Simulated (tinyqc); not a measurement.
MOS capacitor on an n-type substrate, surface potential from the exact charge relation: two steps of the calculation.

Uniform n-type substrate, Boltzmann statistics, full ionisation, classical densities. psi is the surface potential against the body (positive when the bands bend down) and u = -psi/Vt. Traps are spread evenly over the gap and neutral at flat band, so their charge is -q Dit psi; the minority quasi-Fermi level is shifted by Vb.

Parameters, values chosen for the exercise; band and dielectric values close to those of silicon:

| symbol | value | unit | meaning |
|---|---|---|---|
| T | 250 | K | temperature |
| Eg | 1.14 | eV | band gap |
| eps_r | 11.8 |  | relative permittivity |
| Nc | 2.13e19 | cm^-3 | conduction-band density of states at T |
| Nv | 1.98e19 | cm^-3 | valence-band density of states at T |
| N | 2.6e15 | cm^-3 | donor density of the substrate |
| eox | 3.9 |  | relative permittivity of the gate insulator (close to silicon dioxide) |
| tox | 12 | nm | insulator thickness |
| Nf | 1.6e10 | cm^-2 | fixed charge at the interface, in units of q |
| Dit | 1e10 | cm^-2 eV^-1 | density of interface traps |
| Vb | 0 | V | reverse bias of the inversion layer against the body |
| Vg | 1.12 | V | gate voltage against the body |

Constants: q = 1.602176634e-19 C, kB = 1.380649e-23 J/K, Vt = kB T/q, eps0 = 8.8541878128e-14 F/cm where lengths are in cm. Results are converted to the units shown.

Task 1. Newton step for the surface potential. u = -psi/Vt; F^2 = exp(-u) + u - 1 + r (exp(u) - u - 1); Qs = +sign(u) Q0 F; Cs = -dQs/dpsi = (Q0/Vt) |1 - exp(-u) + r (exp(u) - 1)|/(2 F). f = Vfb + psi + (q Dit psi - Qs)/Cox - Vg, f' = 1 + (Cs + q Dit)/Cox, psi(new) = psi - f/f'.

psi at the start = 0.71303429 V
Cox = 0.28776110 uF/cm^2
Vfb = 0.40696571 V
Q0 = 4.3304067 nC/cm^2
r = 6.5119277e-16

Wanted: u; F; Qs; Cs; f; f'; psi after iteration 1.

Result 1.

u = -33.098
F = 1.5384e7
Qs = -6.6619e7 nC/cm^2
Cs = 1.5462e6 uF/cm^2
f = 2.3151e5 V
f' = 5.3731e6
psi after iteration 1 = 0.66995 V

This iterate lies far beyond the solution, so its charge is not a physical one.

Task 2. Charges, field and capacitances at the solution. ni = sqrt(Nc Nv) exp(-Eg/(2 Vt)), Eg in volts; phiF = Vt ln(N/ni); Cox = eps0 eox/tox; Vfb = phiM - chi - Vt ln(Nc/N) - q Nf/Cox; Q0 = sqrt(2 eps0 eps_r q N Vt); r = (ni/N)^2 exp(-Vb/Vt); VT = Vfb - [(2 phiF + Vb)(1 + q Dit/Cox) + sqrt(2 eps0 eps_r q N (2 phiF + Vb))/Cox].

Low frequency: 1/C_LF = 1/Cox + 1/(Cs + q Dit). High frequency, in the simple estimate in which traps and minority carriers do not follow: 1/C_HF = 1/Cox + 1/Cd, Cd being Cs with r = 0 at the same psi. Minority sheet density N_inv = (Q0/(2 q)) int_0^u r (exp(t) - 1)/F(t) dt for u > 0. Oxide field |Qs - q Dit psi + q Nf|/(eps0 eox).

converged psi = 0.15568699 V

Wanted: Qs; N_inv; oxide field; Cs; C_LF/Cox; C_HF/Cox.

Result 2.

Qs = -160.13 nC/cm^2
N_inv = 0 cm^-2
oxide field = 0.45703 MV/cm
Cs = 3.7362 uF/cm^2
C_LF/Cox = 0.92852
C_HF/Cox = 0.92849

The surface is in accumulation (borders at |psi| = 0, phiF + Vb and 2 phiF + Vb = 0.753 V).

Numbers from tinyqc (`OMP_NUM_THREADS=1 python tinyqc.py 2060066 2060067 out.jsonl`; about 0.01 s on one thread of a shared Intel Xeon 2.30GHz).
